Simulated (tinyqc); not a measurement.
# MOSFET with velocity saturation and source resistance: several studies

Strong inversion, charge Q = Cox (Vg - m V) at channel potential V with Vg the gate overdrive, and drift velocity v = mu E/(1 + mu E/vsat). Integrating along the channel gives I = mu Cox (1/L)(Vg Vd - m Vd^2/2)/(1 + Vd/Vc) per width, Vc = vsat L/mu, which peaks at Vdsat. Units: I in uA/um, Rs in ohm um, so the drop over Rs is 1e-6 I Rs volts.

Inputs (values chosen for the exercise): gate capacitance Cox = 2.41 uF/cm^2; mobility at low gate voltage mu0 = 430 cm^2/(V s); mobility degradation th = 0.6 1/V; saturation velocity vsat = 1.2e7 cm/s; body factor m = 1.22; threshold VT = 0.65 V; channel length L = 0.13 um; source resistance Rs = 100 ohm um; gate voltage Vgs = 1.5 V.

Each table varies one quantity; the others keep the values above.

## Effect of the gate voltage

Vg = Vgs - I Rs - VT (0 if negative), mu = mu0/(1 + th Vg), Vc = vsat L/mu, x = sqrt(1 + 2 Vg/(m Vc)), Vdsat = 2 Vg/(m (1 + x)), Isat = Cox vsat Vg (x - 1)/(x + 1) per width. I = Isat is solved self-consistently; gm = dI/dVgs; Vdsat is the intrinsic value. The velocity at the source is I/(Cox Vg).

Effect of the gate voltage:
```
Vgs (V)   Vc (V)  Vdsat (V)  Isat (uA/um)  gm (uS/um)  velocity at the source/vsat
0.8      0.39437    0.10495        49.269      553.89                      0.11743
1.06     0.44677    0.24761        242.09      872.06                      0.21698
1.33     0.49998    0.37555        497.63      1004.6                      0.27303
1.59     0.55068    0.48974        768.35      1071.9                      0.30780
1.86     0.60302    0.60305        1063.9      1114.3                      0.33335
2.12     0.65323    0.70895        1357.4      1141.2                      0.35177
2.39     0.70523    0.81665        1668.3      1160.8                      0.36669
2.65     0.75521    0.91880        1972.0      1174.6                      0.37823
```

As Vgs goes from 0.8 to 2.65 V, Isat rises from 49.3 to 1970 uA/um, Vdsat rises from 0.105 to 0.919 V and gm rises from 554 to 1170 uS/um; the velocity at the source goes from 0.12 to 0.38 of vsat. Against the overdrive Vgs - VT the current goes with exponent 1.58 at the start and 1.20 at the end (2 for the square law). With vsat made a thousand times larger the last exponent would be 1.38, which is what th and Rs alone leave. For Vgs = 2.12 to 2.65 V the channel charge passes 3 uC/cm^2, near what a silicon dioxide gate withstands.

## Effect of the mobility at low gate voltage

Same model as above.

Effect of the mobility at low gate voltage:
```
mu0 (cm^2/(V s))  Vc (V)  Vdsat (V)  Isat (uA/um)  gm (uS/um)  velocity at the source/vsat
50                 4.682     0.6403         154.5       285.2                      0.06400
81                 2.882     0.6127         229.8       413.3                      0.09610
130                1.788     0.5768         328.2       570.8                       0.1389
210                1.102     0.5314         452.3       755.9                       0.1943
350               0.6568     0.4752         606.4       967.1                       0.2656
570               0.4007     0.4170         765.6        1167                       0.3423
920               0.2466     0.3593         923.4        1349                       0.4214
1500              0.1503     0.3030          1078        1514                       0.5020
```

What does the comparison show?

As mu0 goes from 50 to 1500 cm^2/(V s), Isat rises from 154 to 1080 uA/um, Vdsat falls from 0.640 to 0.303 V and gm rises from 285 to 1510 uS/um; the velocity at the source goes from 0.064 to 0.50 of vsat. Isat goes as mu0^(0.82) between the first two rows and as mu0^(0.32) between the last two.

## Effect of the mobility degradation

Same model as above.

Effect of the mobility degradation:
```
th (1/V)   Vc (V)  Vdsat (V)  Isat (uA/um)  gm (uS/um)  velocity at the source/vsat
0         0.36279    0.40512        798.05      1323.7                      0.35829
0.2       0.41902    0.42233        750.94      1218.0                      0.33509
0.4       0.47584    0.43747        709.51      1128.9                      0.31492
0.6       0.53317    0.45091        672.73      1052.5                      0.29719
0.8       0.59092    0.46294        639.81      986.28                      0.28146
1         0.64903    0.47378        610.13      928.20                      0.26740
1.2       0.70745    0.48362        583.22      876.81                      0.25473
```

What does the comparison show?

As th goes from 0 to 1.2 1/V, Isat falls from 798 to 583 uA/um, Vdsat rises from 0.405 to 0.484 V and gm falls from 1320 to 877 uS/um; the velocity at the source goes from 0.36 to 0.25 of vsat.

Numbers from tinyqc (`OMP_NUM_THREADS=1 python tinyqc.py 2500019 2500020 out.jsonl`; about 0.01 s on one thread of a shared Intel Xeon 2.30GHz).
